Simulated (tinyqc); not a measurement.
# Cell and bit-line capacitance from two signals

Question. In a DRAM a freshly written one gives the bit-line signal (Vd/2) Cs/(Cs + Cb). Find Cs and Cb.

Inputs (values chosen for the exercise): array voltage Vd = 1.5 V.

signal of a fresh one without and with 20 fF added to the bit line (mV): 79.268293  68.181818

Answer. (Vd/2)/signal = 1 + Cb/Cs, and the added capacitance raises it by its ratio to Cs.

Cs = 13.00 fF
Cb = 110.0 fF

tinyqc, about 0.01 s, one thread, Intel Xeon 2.30GHz (shared host): `OMP_NUM_THREADS=1 python tinyqc.py 2130039 2130040 out.jsonl`
